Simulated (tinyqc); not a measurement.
Surface Green function of a two-leg ladder, Sancho-Rubio decimation: effect of the broadening.

A semi-infinite lead of cells 0, 1, 2, ... with H0 inside a cell and H1 = <cell i|H|cell i + 1>. One rung (site 1 on leg a, site 2 on leg b) is a cell; all hoppings enter with a minus sign. z = E + i eta.

Start with e_s = e = H0, a = H1, b = H1^dagger. Each round: g = (z - e)^(-1); e_s <- e_s + a g b; e <- e + a g b + b g a; a <- a g a; b <- b g b (all with the old a, b). Round k joins cells 2^k apart. Stop when the largest entry of the matrices a and b is below 1e-12 eV; g_s = (z - e_s)^(-1), bulk (z - e)^(-1), density of states -Im Tr/pi. The last column counts the steps of the plain recursion g <- (z - H0 - H1 g H1^dagger)^(-1), one cell a step from g = (z - H0)^(-1), until no entry changes by more than 1e-8 1/eV.

Inputs (values chosen for the exercise): energy E = -0.11 eV.

H0 (eV):
```
,1,2
1,0,-0.45
2,-0.45,0.46
```

H1 (eV):
```
,1,2
1,-0.6,-0.16
2,0,-0.48
```

Results:
```
eta (eV),rounds,surface density of states (1/eV),plain steps
0.2,8,0.64932,62
0.06,10,0.67488,206
0.02,11,0.68591,618
0.01,12,0.69278,1237
0.002,15,0.70070,6187
```

Estimate the missing row, eta = 0.006 eV.

Computed row:
```
eta (eV),rounds,surface density of states (1/eV),plain steps
0.006,13,0.69644,2062
```

With this row back in the table: The rounds go from 8 to 15 and the plain steps from 62 to 6187. Inside a band the plain recursion needs a number of steps that grows as 1/eta, the decimation only as log2(1/eta). The density of states tends to 0.7031 1/eV as eta goes to zero; the first row is 7.6 % below that and the last 0.34 % below it.

Numbers from tinyqc (`OMP_NUM_THREADS=1 python tinyqc.py 2680103 2680104 out.jsonl`; about 0.1 s on one thread of a shared Intel Xeon 2.30GHz).
